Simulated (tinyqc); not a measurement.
From results back to parameters: statistics of electrons in three, two and one dimensions. Two cases, with inputs chosen for the exercise.

Problem. A sheet with one subband has n2 = (2/lambda^2) ln(1 + exp(eta)).

One band edge at E = 0, lambda = sqrt(4 pi c/(m1 kT)) with c = hbar^2/2m0. Densities with spin: n3 = (2/lambda^3) F_1/2(eta), n2 = (2/lambda^2) F_0(eta) with F_0 = ln(1 + exp(eta)), n1 = (2/lambda) F_-1/2(eta). F_j(eta) = (1/Gamma(j + 1)) integral_0^infinity x^j dx/(1 + exp(x - eta)), which tends to exp(eta) for eta << 0.

Constants: hbar^2/2m0 = 3.80998211 eV angstrom^2; kB = 8.617333262e-05 eV/K.

Find: n2 lambda^2/2; eta; EF above the subband edge.

Method. eta = ln(exp(n2 lambda^2/2) - 1), with n2 in 1/angstrom^2.

Case 1.

Values chosen (out of a larger set: near those of GaN, lowest valleys alone; not measured data): m1 = 0.201 m0 (mass of one isotropic band with spin); T = 400 K.

n2 = 1.60451e+13 1/cm^2

Solution.

n2 lambda^2/2 = 5.5439
eta = 5.540
EF above the subband edge = 190.96 meV

Case 2.

Values chosen (out of a larger set: near those of Si, lowest valleys alone; not measured data): m1 = 0.196 m0 (mass of one isotropic band with spin); T = 77 K.

n2 = 3.22304e+12 1/cm^2

Solution.

n2 lambda^2/2 = 5.9327
eta = 5.930
EF above the subband edge = 39.35 meV

Computed by tinyqc, one run a case: `OMP_NUM_THREADS=1 python tinyqc.py N N+1 out.jsonl` with N = 1682085, 1682140; one thread of a shared Intel(R) Xeon(R) Processor @ 2.30GHz, about 0.01 s a run at most.
